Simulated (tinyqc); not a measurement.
Inside a calculation. Model: precursor delivery by bubblers, mass-transport growth and the solid composition of a III-V alloy. Computed by tinyqc, a small Python program that keeps every step. Command: `OMP_NUM_THREADS=1 python tinyqc.py 3005611 3005612 out.jsonl movpe_thermo walk`. One thread of a shared host (Intel(R) Xeon(R) Processor @ 2.30GHz), about 0.01 s of CPU time with the checks. Intermediate numbers are printed to about 7 digits and carried at full precision; extremes and crossings named in words are read from the listed rows.

1 sccm = 44.615 micromol/min; 1 torr = 133.322 Pa. The sources decompose fully at the surface.

Inputs (values chosen for the exercise, modelled on triethylgallium (source 1) and trimethylindium (source 2) for the vapour pressures):

| quantity | value | unit |
|---|---|---|
| bath temperature T1 | 294 | K |
| bath temperature T2 | 289 | K |
| bubbler pressure p_b | 760 | torr |
| carrier flow F1 | 20 | sccm |
| carrier flow F2 | 33 | sccm |
| total flow F_t | 3.4 | slm |
| group-V flow F_V | 280 | sccm |
| reactor pressure p | 76 | torr |
| growth temperature T | 1030 | K |
| diffusivity at 273 K and 760 torr | 0.45 | cm^2/s |
| flow cross-section A | 59 | cm^2 |
| distance from the leading edge z | 14 | cm |
| lattice constant a | 5.74 | angstrom |
| interaction L0 of the solid | 9.04 | kJ/mol |
| log10 of p_B,eq over pure BC at 1000 K and 1 torr of group V (exaggerated: liquid indium has about -4.1) | -1.6 | log10 torr |
| enthalpy of that equilibrium H | 275 | kJ/mol |

Alloy: mixing on the group-III sites, with desorption of B.

constants a, b of source 1 (log10 torr, K): 8.071  2162

constants a, b of source 2 (log10 torr, K): 10.48  3014

Constants: k_B = 1.380649e-23 J/K; R = 8.314462618 J/(mol K).

## Bubblers

log10 p_v = a - b/T_bath; molar flow = F x 44.615 x p_v/(p_b - p_v) for a saturated bubbler.

vapour pressure 1 = 5.215050 torr

molar flow 1 = 6.165186 micromol/min

vapour pressure 2 = 1.124435 torr

molar flow 2 = 2.181517 micromol/min

One kelvin of bath error changes flow 1 by 5.8 % and flow 2 by 8.3 %.

## Partial pressures in the reactor

p_i = p n_i/(44615 F_t), F_t in slm; p_V = p F_V/(1000 F_t), counted per molecule supplied; V/III = 44.615 F_V/(n1 + n2); vapour fraction of source 2 = n2/(n1 + n2).

p_1 = 0.003088872 torr

p_2 = 0.001092980 torr

p_V = 6.258824 torr

V/III ratio = 1496.663

vapour fraction of source 2 = 0.2613627

## Mass transport

Mean velocity u = (F_t/A)(760/p)(T/273); D = D0 (T/273)^1.75 (760/p); boundary layer delta = sqrt(pi D z/u); flux = D dp/(delta k_B T); growth rate = flux x a^3/4.

velocity u = 36.23683 cm/s

D = 45.96138 cm^2/s

boundary layer delta = 7.468964 cm

growth rate per torr of group III = 98.19563 micrometre/(h torr)

Caution: the boundary layer is a quarter or more of the root of the cross-section, so it fills much of the channel and depletion along the flow matters.

## Solid composition

A sticks fully. B desorbs: its surface pressure is p_B* = x gamma_B K/sqrt(p_V), ln gamma_B = L0 (1 - x)^2/(R T), K = 10^(log10 K at 1000 K) exp[-(H/R)(1/T - 1/1000)], p_V in torr. With equal diffusivities x = (p_2 - p_B*)/(p_1 + p_2 - p_B*). Growth rate = rate per torr x p_1/(1 - x).

K/sqrt(p_V) = 0.02631054 torr

solid fraction x = 0.01428520

share of B incorporated, 1 - p_B*/p_2 = 0.04095649

growth rate = 0.3077095 micrometre/h

Only 4 % of the B supplied is built in; more group V or a lower T would raise it.

## Incorporation against temperature

A sticks fully. B desorbs: its surface pressure is p_B* = x gamma_B K/sqrt(p_V), ln gamma_B = L0 (1 - x)^2/(R T), K = 10^(log10 K at 1000 K) exp[-(H/R)(1/T - 1/1000)], p_V in torr. With equal diffusivities x = (p_2 - p_B*)/(p_1 + p_2 - p_B*).

At fixed flows:

| T (K) | K/sqrt(p_V) (torr) | x | share of B incorporated, 1 - p_B*/p_2 |
|---|---|---|---|
| 805 | 3.328250e-06 | 0.2610417 | 0.9983381 |
| 844 | 2.222035e-05 | 0.2592936 | 0.9893124 |
| 880 | 1.104061e-04 | 0.2514326 | 0.9492452 |
| 906 | 3.246561e-04 | 0.2332479 | 0.8597067 |
| 937 | 1.086329e-03 | 0.1780926 | 0.6123655 |
| 967 | 3.247559e-03 | 0.0944098 | 0.2946274 |
| 1003 | 1.108454e-02 | 0.0323575 | 0.0945036 |
| 1054 | 5.466165e-02 | 0.0070861 | 0.0201690 |

x equals the vapour fraction 0.261 while gamma_B K/sqrt(p_V) is small against p_1 + p_2 = 0.0042 torr and falls once it is not. Between the last rows the apparent energy R d ln x/d(1/T) is 262 kJ/mol, against H = 275.

Checks made by the program: the sensitivity to the bath against a difference (relative difference below 1e-10).
